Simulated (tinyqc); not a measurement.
Inside a calculation. Model: geometry relaxation of a small cluster. Computed by tinyqc, a small Python program that keeps every step. Command: `OMP_NUM_THREADS=1 python tinyqc.py 3030435 3030436 out.jsonl relax walk`. One thread of a shared host (Intel(R) Xeon(R) Processor @ 2.30GHz), about 0.01 s of CPU time with the checks. Intermediate numbers are printed to about 7 digits and carried at full precision; extremes and crossings named in words are read from the listed rows.

E = sum_(i<j) phi(r_ij), phi(r) = eps [exp(-2 alpha (r - r0)) - 2 exp(-alpha (r - r0))]; the force on i is -sum_j phi'(r_ij) (R_i - R_j)/r_ij.

Inputs (values chosen for the exercise, for model atoms):

| quantity | value | unit |
|---|---|---|
| length r0 | 2.34 | angstrom |
| well depth eps | 0.66 | eV |
| stiffness alpha | 1.53 | 1/angstrom |
| step factor eta | 0.18 | angstrom^2/eV |
| largest number of steps | 500 | - |

Potential: Morse. Method: conjugate gradient.

starting positions (angstrom):
```
           x      y      z
atom 1  0.03  -0.02  -0.13
atom 2  2.38   0.01  -0.18
atom 3  1.29   1.82  -0.07
```

## Energy and forces at the start

Evaluate E and the forces at the starting positions.

distances (angstrom): 1-2 2.350723, 1-3 2.230874, 2-3 2.115727

energy at the start = -1.847431 eV

forces (eV/angstrom):
```
                x          y          z
atom 1  -0.212615  -0.357270  -0.012351
atom 2   0.567974  -0.997231  -0.059892
atom 3  -0.355359   1.354501   0.072244
```

## The first two steps

Conjugate gradient (Polak-Ribiere): d = F + beta d(old), beta = max(0, F.(F - F(old))/|F(old)|^2), d = F at first; step length from one secant, s = eta (F.d)/(F.d - F(R + eta d).d), replaced by eta if that is not positive; R(new) = R + s d. No atom moves more than 0.3 angstrom a step (the whole step is scaled). Stop when the largest force component is below 1e-5 eV/angstrom.

positions after step 1 (angstrom):
```
               x          y          z
atom 1  0.004613  -0.062659  -0.131475
atom 2  2.447818  -0.109074  -0.187151
atom 3  1.247569   1.981733  -0.061374
```

energy after step 1 = -1.953970 eV

positions after step 2 (angstrom):
```
               x          y          z
atom 1  0.023141  -0.063306  -0.131911
atom 2  2.437233  -0.122861  -0.187576
atom 3  1.239626   1.996167  -0.060513
```

energy after step 2 = -1.955511 eV

## All steps

The formulas are those given above.

Course of the relaxation:

| step | E (eV) | largest force (eV/angstrom) | force calls |
|---|---|---|---|
| 0 | -1.847431 | 1.354501e+00 | 1 |
| 1 | -1.953970 | 3.498912e-01 | 3 |
| 2 | -1.955511 | 3.341573e-01 | 5 |
| 3 | -1.979384 | 4.624312e-02 | 7 |
| 4 | -1.979952 | 1.644377e-02 | 9 |
| 5 | -1.980000 | 4.760763e-04 | 11 |
| 6 | -1.980000 | 6.231069e-05 | 13 |
| 7 | -1.980000 | 4.746007e-06 | 15 |

final positions (angstrom):
```
               x          y          z
atom 1  0.053537  -0.054884  -0.132175
atom 2  2.392710  -0.087788  -0.184932
atom 3  1.253753   1.952672  -0.062892
```

final energy = -1.98 eV

steps = 7

largest force at the end = 4.746007e-06 eV/angstrom

Converged in 7 steps.

## Curvatures at the end

Hessian at the final positions by central differences of the forces; six eigenvalues vanish (translations and rotations). Steepest descent is stable for eta below 2/lambda_max and contracts the softest mode by 1 - eta lambda_min a step.

non-zero eigenvalues (eV/angstrom^2): 4.634998  4.635001  9.270003

condition number = 2.000002

largest stable eta = 0.2157497 angstrom^2/eV

contraction of the softest mode = 0.1657004

All are positive, so the end point is a minimum.

## Four methods from the same start

Steepest descent: R(new) = R + eta F. BFGS: R(new) = R + B F with the inverse Hessian B = eta 1 at first; with s = R(new) - R, y = F - F(new), rho = 1/(y.s): B(new) = (1 - rho s y^T) B (1 - rho y s^T) + rho s s^T, skipped if y.s is not positive. FIRE with unit mass: if F.v > 0, v = (1 - a) v + a |v| F/|F|, and after more than 5 such steps in a row dt = min(1.1 dt, 5 dt0), a = 0.99 a; else v = 0, a = 0.1, and dt = dt/2 (not at the first step). Then v = v + dt F, R(new) = R + dt v. dt0 = sqrt(eta), a = 0.1 at first. In this comparison each method may take up to 1500 steps.

Cost:

| method | steps | force calls | final E (eV) | calls to reach 1e-2 |
|---|---|---|---|---|
| steepest descent | 26 | 27 | -1.98 | 10 |
| conjugate gradient | 7 | 15 | -1.98 | 11 |
| BFGS | 8 | 9 | -1.98 | 6 |
| FIRE | 70 | 71 | -1.98 | 19 |

In force calls the order is BFGS (9), conjugate gradient (15), steepest descent (27), FIRE (71). All that converged end at the same energy. Near the minimum steepest descent multiplies the slowest mode by 0.669 in size a step, 6 steps a decade of force, at a condition number of 2.0. On this problem it beats FIRE in force calls.

Checks made by the program: forces against finite differences of E (relative difference 7e-10).
